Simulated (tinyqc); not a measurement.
# Elastic strain and critical thickness of a cubic alloy layer A(1-x)B(x) on a thick substrate, step by step

A worked calculation. Computed by tinyqc, a small Python program that keeps every step. Command: `OMP_NUM_THREADS=1 python tinyqc.py 3016123 3016124 out.jsonl misfit walk`. One thread of a shared host (Intel(R) Xeon(R) Processor @ 2.30GHz), about 0.01 s of CPU time with the checks. Intermediate numbers are printed to about 5 digits and carried at full precision; extremes and crossings named in words are read from the listed rows.

Strain is positive in tension. The layer is coherent with the substrate unless said otherwise.

Inputs (values chosen for the exercise, modelled on GaAs(1-x)P(x) on GaAs):

| quantity | value | unit |
|---|---|---|
| fraction x of B | 0.38 | - |
| lattice constant a_A | 5.653 | angstrom |
| lattice constant a_B | 5.451 | angstrom |
| substrate lattice constant a_S | 5.653 | angstrom |
| layer thickness h | 22 | nm |
| biaxial modulus of the substrate M_S | 134 | GPa |
| substrate thickness t_S | 350 | micrometre |
| wafer diameter W | 100 | mm |
| X-ray wavelength | 1.540593 | angstrom |
| start of the iteration h0/b | 100 | - |

Growth plane: (001). Layer: buried under a thick cap. Misfit dislocation: 60-degree.

C11, C12, C44 of A (GPa): 120.5  53.61  58.26

C11, C12, C44 of B (GPa): 138.9  62.91  69.82

## Alloy by Vegard's rule, and misfit

a = (1 - x) a_A + x a_B, the same rule for each C_ij; misfit f = (a_S - a)/a, the in-plane strain of the coherent layer.

free lattice constant a = 5.57624 angstrom

elastic constants (GPa): C11 127.4920, C12 57.1440, C44 62.6528

misfit f = 0.013766

The layer is stretched in the plane by 1.38 %.

## Biaxial strain, stress and energy

(001): D = 2 C12/C11, M = C11 + C12 - 2 C12^2/C11. The free surface carries no normal stress, so e_perp = -D f; dV/V = 2 f + e_perp; stress = M f; energy per area = M f^2 h (1 GPa nm = 1 J/m^2).

ratio D = 0.89643

normal strain e_perp = -0.012340

volume strain dV/V = 0.015191

biaxial modulus M = 133.41 GPa

in-plane stress = 1.8365 GPa

strain energy per area = 0.55616 J/m^2

## Symmetric X-ray reflection

Reflection 004: d = a_perp/sqrt(16), with a_perp = a (1 + e_perp) for the coherent layer, a for the relaxed layer and a_S for the substrate; sin(theta) = lambda/(2 d).

Bragg angles:

| crystal | a_perp (angstrom) | theta (degrees) | from substrate (arcsec) |
|---|---|---|---|
| substrate | 5.6530 | 33.028 | 0.0 |
| coherent layer | 5.5074 | 34.018 | 3564.5 |
| relaxed layer | 5.5762 | 33.543 | 1851.3 |

peak separation of the coherent layer = 3564.5 arcsec

The coherent layer lies 1.93 times as far from the substrate peak as a relaxed one, about 1 + D = 1.90: reading its peak as relaxed would overstate the mismatch by that factor.

## Isotropic constants and the prefactor A

Voigt averages: G = (C11 - C12 + 3 C44)/5, B = (C11 + 2 C12)/3, nu = (3 B - 2 G)/(2 (3 B + G)); b = a/sqrt(2). The 60-degree dislocation has cos alpha = 1/2, and cos lambda = 1/2 on (001). Matthews-Blakeslee: h_c = A [ln(h_c/b) + 1], A = b (1 - nu cos^2 alpha)/(4 pi |f| (1 + nu) cos lambda), the factor 4 pi being that of a buried layer, with a dislocation at both interfaces.

shear modulus G = 51.66128 GPa

Poisson ratio nu = 0.23592

Burgers vector b = 0.39430 nm

prefactor A = 3.4711 nm

## Critical thickness by fixed-point iteration

Start at h0, put the right side back in, and stop when the change is below 1e-9 h or h turns negative.

Iteration:

| step | h in (nm) | h out (nm) | change (nm) |
|---|---|---|---|
| 1 | 39.430 | 19.456 | -1.9974e+01 |
| 2 | 19.456 | 17.004 | -2.4519e+00 |
| 3 | 17.004 | 16.536 | -4.6755e-01 |
| 4 | 16.536 | 16.440 | -9.6779e-02 |
| 5 | 16.440 | 16.419 | -2.0374e-02 |
| 6 | 16.419 | 16.415 | -4.3044e-03 |
| 7 | 16.415 | 16.414 | -9.1008e-04 |
| 8 | 16.414 | 16.414 | -1.9245e-04 |
| 9 | 16.414 | 16.414 | -4.0697e-05 |
| 10 | 16.414 | 16.414 | -8.6062e-06 |
| 11 | 16.414 | 16.414 | -1.8200e-06 |
| 12 | 16.414 | 16.414 | -3.8487e-07 |
| 13 | 16.414 | 16.414 | -8.1390e-08 |
| 14 | 16.414 | 16.414 | -1.7212e-08 |
| 15 | 16.414 | 16.414 | -3.6398e-09 |

critical thickness h_c (Matthews-Blakeslee) = 16.414 nm

Converged; near the root each step shrinks the error by A/h_c = 0.211. h_c is 41.6 Burgers vectors.

## Equilibrium strain at the thickness h

For h > h_c the same force balance gives the strain left, |e| = |f| A [ln(h/b) + 1]/h, and below h_c e = f; relaxation = 1 - e/f; dislocations per length across each line direction = (|f| - |e|)/(b cos lambda).

strain left e = 0.010906

relaxation = 20.770 %

dislocation line density = 14.502 1/micrometre

h is 1.34 h_c: in equilibrium dislocations lie 69.0 nm apart; slow nucleation and glide can keep a real layer more strained.

## Wafer curvature of the coherent layer

Stoney: curvature = 6 |stress| h/(M_S t_S^2); radius = 1/curvature; bow = curvature W^2/8.

curvature = 0.014768 1/m

radius of curvature = 67.715 m

bow = 18.460 micrometre

Caution: the curvature assumes a coherent layer, but h exceeds h_c.

## Force balance against energy balance

People-Bean: h_c = P ln(h_c/b), P = (1 - nu)/(1 + nu) b^2/(16 pi sqrt(2) a f^2). The misfit is scaled by 0.25, 0.4, 0.6, 1, 1.5, 2.2 at fixed a, b and nu; the upper root is taken, and rows with A < 1.3 b or P < 3 b, where the roots shrink to the core size or vanish, are left out.

Critical thickness:

| \|f\| (%) | Matthews-Blakeslee (nm) | People-Bean (nm) | ratio |
|---|---|---|---|
| 0.3441 | 89.150 | 1715.3 | 19.241 |
| 0.5506 | 50.846 | 583.9 | 11.483 |
| 0.8259 | 31.043 | 225.7 | 7.271 |
| 1.3766 | 16.414 | 65.4 | 3.985 |
| 2.0648 | 9.733 | 23.2 | 2.380 |
| 3.0284 | 5.827 | 7.9 | 1.362 |

The exponents d ln h_c/d ln f are -1.19 and -2.29 between the first rows, steeper than the -1 and -2 of the prefactors because of the logarithm. The ratio falls from 19.2 to 1.36 as the misfit grows. Where People-Bean lies above, a layer between the lines is metastable: dislocations would lower the energy but have to be nucleated. People-Bean has no form for a buried layer. Above about 2 % misfit islands may come first.

Checks made by the program: D and M against the full stiffness tensor (relative difference below 1e-10); h_c against the Lambert function, -A W_(-1)(-b/(A e)) (relative difference below 1e-10).
